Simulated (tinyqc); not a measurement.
Comparisons within one model: metal-induced gap states at the contact of a metal chain and a two-band chain. A value that a table varies takes the place of the one given here.

The semiconductor alternates sites A at -Eg/2 and C at +Eg/2 with hopping -t; the gap runs from -Eg/2 to Eg/2. In the gap cosh(q a) = 1 + (Eg^2/4 - E^2)/(2 t^2) and the amplitude changes by -exp(-q a) a period. The metal has site energy 0 and hopping -tm; its end site has g_m = (E - i sqrt(4 tm^2 - E^2))/(2 tm^2). Sites 1, 2, ... count into the semiconductor, with energies e1, e2 alternating. The clean half chain has g1 = 1/(E - e1 - t^2 g2), g2 = 1/(E - e2 - t^2 g1), decaying root. With the contact G11 = 1/(1/g1 - tc^2 g_m), and the density on site j is -Im G_jj/pi = |psi_j/psi_1|^2 (-Im G11/pi), per spin, with psi_2/psi_1 = -t g2, psi_3/psi_2 = -t g1.

Constants: e^2/(4 pi eps0) = 14.39964547 eV angstrom.

Values chosen for the exercise (gap and optical dielectric constant near those of HfO2; the chain itself is a model; shifted at random, so the results belong to these values and not to a real crystal):

| symbol | value | unit | meaning |
|---|---|---|---|
| Eg | 6.09 | eV | gap |
| t | 2.26 | eV | hopping in the semiconductor |
| tm | 3.01 | eV | hopping in the metal |
| tc | 1.82 | eV | hopping across the contact |
| end | C |  | site that touches the metal |
| a | 3.6 | angstrom | period (two sites); one chain for each area a^2 |
| eps | 3.9 |  | dielectric constant |
| E | 2.37 | eV | energy from mid-gap |

## Across the gap

E = f Eg. Share on C: the part of the summed density that lies on C sites, whose orbitals make the conduction edge.

Gap states:

| f | E (eV) | xi = 1/(2q) (angstrom) | D1 (1/eV) | D2 (1/eV) | sum (1/eV) | share on C |
|---|---|---|---|---|---|---|
| -0.48 | -2.923 | 4.80 | 0.0009 | 0.0299 | 0.0583 | 0.029 |
| -0.40 | -2.436 | 2.28 | 0.0034 | 0.0140 | 0.0220 | 0.196 |
| -0.30 | -1.827 | 1.74 | 0.0062 | 0.0089 | 0.0173 | 0.412 |
| -0.15 | -0.913 | 1.49 | 0.0111 | 0.0062 | 0.0190 | 0.644 |
| 0.00 | 0.000 | 1.43 | 0.0182 | 0.0052 | 0.0254 | 0.779 |
| 0.15 | 0.913 | 1.49 | 0.0302 | 0.0049 | 0.0385 | 0.862 |
| 0.30 | 1.827 | 1.74 | 0.0551 | 0.0049 | 0.0687 | 0.918 |
| 0.40 | 2.436 | 2.28 | 0.0928 | 0.0047 | 0.1228 | 0.952 |
| 0.48 | 2.923 | 4.80 | 0.1721 | 0.0024 | 0.3308 | 0.986 |

What does this show, and why?

The decay length xi of the density is shortest at mid-gap, 1.43 angstrom, and grows to 4.8 near the edges. The summed density is least at f = -0.3 (0.0173) and largest at f = 0.48 (0.3308 1/eV). The share on C goes from 0.03 to 0.99 and passes one half near f = -0.243, a point that depends on which site ends the chain. The states turn from valence-like to conduction-like across the gap; the branch point, where the decay is fastest, lies at mid-gap in this symmetric chain and is the usual estimate of the neutrality level.

## Wider gaps pin less

E = 0; Eg is varied and eps follows 1 + (eps0 - 1)(Eg0/Eg), with the given Eg and eps as Eg0 and eps0. xi = 1/(2q), N = 2 (summed density)/a^2, S = 1/(1 + 4 pi e^2 N xi/eps).

Against the gap:

| Eg (eV) | eps | xi (angstrom) | summed density (1/eV) | S | S at fixed eps |
|---|---|---|---|---|---|
| 0.50 | 36.32 | 16.28 | 0.4839 | 0.142 | 0.017 |
| 0.75 | 24.55 | 10.86 | 0.3168 | 0.204 | 0.039 |
| 1.10 | 17.06 | 7.41 | 0.2105 | 0.281 | 0.082 |
| 1.50 | 12.77 | 5.45 | 0.1497 | 0.359 | 0.146 |
| 2.30 | 8.68 | 3.57 | 0.0916 | 0.487 | 0.299 |
| 3.40 | 6.19 | 2.45 | 0.0567 | 0.615 | 0.502 |
| 5.50 | 4.21 | 1.56 | 0.0295 | 0.766 | 0.752 |
| 9.00 | 2.96 | 1.02 | 0.0137 | 0.883 | 0.908 |

What can be read from the table?

From Eg = 0.5 to 9 eV xi falls by a factor 15.9 and the summed density by 35.2, so at fixed eps S rises from 0.02 to 0.91. The weaker screening of wide-gap solids works against this: with it S goes from 0.14 to 0.88.

## Weakening the contact bond

At the given E, tc is varied, as by a thin spacer. xi = 1/(2q), N = 2 (summed density)/a^2, S = 1/(1 + 4 pi e^2 N xi/eps) with xi and eps kept.

Against tc:

| tc (eV) | D1 (1/eV) | summed density (1/eV) | S |
|---|---|---|---|
| 0.10 | 0.00067 | 0.00087 | 0.9865 |
| 0.25 | 0.00413 | 0.00540 | 0.9219 |
| 0.50 | 0.01583 | 0.02069 | 0.7551 |
| 0.80 | 0.03668 | 0.04794 | 0.5710 |
| 1.20 | 0.06567 | 0.08583 | 0.4265 |
| 1.80 | 0.08681 | 0.11346 | 0.3600 |
| 2.50 | 0.07861 | 0.10274 | 0.3832 |
| 3.50 | 0.05445 | 0.07117 | 0.4728 |

How do the results move?

For a weak bond the density goes as tc^2 (ratio 6.18 between 0.25 and 0.1 eV, against 6.25). It is largest at tc = 1.8 eV among these rows and falls beyond, as the first site pairs off with the metal. S is 0.986 at 0.1 eV and has its least value, 0.360, in that row.

## What each parameter does

xi = 1/(2q), summed density, and S = 1/(1 + 4 pi e^2 N xi/eps), N = 2 (summed density)/a^2. Each row changes one parameter from the base and keeps the others.

Results:

| case | xi (angstrom) | summed density (1/eV) | S |
|---|---|---|---|
| base | 2.188 | 0.11364 | 0.3596 |
| Eg = 6.699 eV | 1.792 | 0.08002 | 0.4934 |
| t = 2.486 eV | 2.396 | 0.11099 | 0.3443 |
| tm = 3.311 eV | 2.188 | 0.11733 | 0.3523 |
| tc = 2.002 eV | 2.188 | 0.11355 | 0.3598 |
| eps = 4.29 | 2.188 | 0.11364 | 0.3819 |
| end = A | 2.188 | 0.02096 | 0.7528 |

What can be read from the table?

The largest shifts from the base row, up to three for each result and ties (the steps differ in size, so this ranks the rows, not the parameters). xi (angstrom): Eg -0.396, t +0.208; unchanged at the printed digits by tm, tc, eps and end. summed density (1/eV): end -0.09268, Eg -0.03362, tm +0.00370; unchanged at the printed digits by eps. S: end +0.3931, Eg +0.1338, eps +0.0222. The decay length belongs to the semiconductor alone; the metal and the contact set only the amplitude.

Program tinyqc; command `OMP_NUM_THREADS=1 python tinyqc.py 1452039 1452040 out.jsonl`; about 0.01 s on one thread of a shared Intel(R) Xeon(R) Processor @ 2.30GHz.
